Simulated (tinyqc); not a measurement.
Ballistic Schottky-barrier transistor with a two-dimensional channel, WKB contacts: two steps of the calculation.

Source Fermi level 0, drain Fermi level -Vd. Far from the contacts Ec = pn - psi, and the gate moves psi one to one; the band edges relax as exp(-x/lam) from pn at the source and pn - Vd at the drain; Ev = Ec - Eg. A carrier of energy w inside the channel band meets at a contact a barrier of height D (the contact edge beyond the channel edge): T = 1 for w >= D, else exp(-S), S = 4 lam sqrt(m/C) [sqrt(D - w) - sqrt(w) arctan sqrt((D - w)/w)], C = hbar^2/(2 m0). The two contacts combine as Ts Td/(Ts + Td - Ts Td).

Inputs (values chosen for the exercise); channel values close to those of an ultrathin silicon body with silicide contacts: temperature T = 300 K; band gap Eg = 1.12 eV; barrier for electrons at both contacts pn = 0.58 eV; hole mass mp = 0.24 m0; valleys or subbands g = 2; screening length at the contacts lam = 4.3 nm; drain bias Vd = 0.7 V; band shift psi of the channel by the gate ps = -0.11 V; energy of one carrier inside the channel band w0 = 0.54 eV; upper end of the grid wm = 0.99 eV; points of the grid nE = 13.

Constants: q = 1.602176634e-19 C, kB = 1.380649e-23 J/K, hbar = 1.054571817e-34 J s, h = 6.62607015e-34 J s, m0 = 9.1093837015e-31 kg, Vt = kB T/q, hbar^2/(2 m0) = 0.0380998212 eV nm^2. Results are converted to the units shown.

Problem 1. Transmission of one of the holes. S and T at both contacts for w = w0, and the tunnelling distance lam ln(D/w) at the higher barrier.

D for holes (eV): source 0.11000000, drain 0.81000000

Give: S at the source; S at the drain; combined T; tunnelling distance.

Solution 1.

S at the source = 0
S at the drain = 2.9067
combined T = 0.054658
tunnelling distance = 1.7435 nm

Problem 2. Current of the holes on a coarse grid. I/W = g (2 q^2/h) int T(w) [N(Es + w) - N(Ed + w)] dw with w the energy of motion along the channel, N(y) = (1/2 pi) sqrt(pi m kB T/C) Fm(-y/kB T), Fm(x) = (1/sqrt(pi)) int_0^infinity u^(-1/2)/(1 + exp(u - x)) du. Electrons: Ds = psi, Dd = psi - Vd, Es = Ec, Ed = Ec + Vd. Holes: Ds = -psi, Dd = Vd - psi, Es = -Ev, Ed = -Ev - Vd. The size of each current is taken; both flow from drain to source and add. Simpson's rule on nE equally spaced w from 0 to wm.

Find: w; Ts; Td; T; size of the supply difference; current.

Solution 2.

```
point  w (eV)        Ts         Td          T  size of the supply difference (1/um)
0      0.0000  6.053e-7  1.339e-17  1.339e-17                                 413.5
1      0.0825    0.5135  5.231e-10  5.231e-10                                 342.9
2      0.1650     1.000   2.185e-7   2.185e-7                                 251.0
3      0.2475     1.000   1.340e-5   1.340e-5                                 110.4
4      0.3300     1.000   2.969e-4   2.969e-4                                 10.46
5      0.4125     1.000   0.003353   0.003353                                0.4583
6      0.4950     1.000    0.02288    0.02288                               0.01890
7      0.5775     1.000     0.1036     0.1036                              7.772e-4
8      0.6600     1.000     0.3270     0.3270                              3.196e-5
9      0.7425     1.000     0.7244     0.7244                              1.314e-6
10     0.8250     1.000      1.000      1.000                              5.404e-8
11     0.9075     1.000      1.000      1.000                              2.222e-9
12     0.9900     1.000      1.000      1.000                             9.137e-11
```

current = 0.08350 uA/um

Range of the model: No scattering, image-force lowering, channel charge or band-to-band tunnelling; parabolic kappa overstates S deep in the gap.

tinyqc, about 0.2 s, one thread, Intel Xeon 2.30GHz (shared host): `OMP_NUM_THREADS=1 python tinyqc.py 2390042 2390043 out.jsonl`
